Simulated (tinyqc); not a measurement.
Wafer bonding and layer transfer: bond energy, gap closing, particles, bonding of dissimilar wafers and hydrogen blisters: one step, computed by the program tinyqc.

gamma is the energy per area of each of the two surfaces; plates are isotropic, and both wafers have E1 and t1.

Task: Does a shallow gap close? E' = E1/(1 - nu^2), equal wafers of thickness t1 assumed. A gap of radius R closes if h_g < h_c: h_c = R^2/sqrt((2/3) E' t1^3/gamma) for R > 2 t1 (plate bending), h_c = 3.6 sqrt(R gamma/E') for R < 2 t1 (local deformation).

Inputs (values chosen for the exercise, with wafer 1 close to silicon):

| quantity | value | unit |
|---|---|---|
| Young's modulus E1 | 142 | GPa |
| Poisson ratio nu | 0.26 | - |
| thickness t1 | 775 | micrometre |
| radius of a shallow gap R | 1.5 | mm |
| half height of the gap h_g | 1.1 | nm |

bond energy gamma = 0.1139987 J/m^2

Give: closable height h_c; h_g/h_c.

Result:

closable height h_c = 120.6 nm

h_g/h_c = 0.009119

The gap closes.
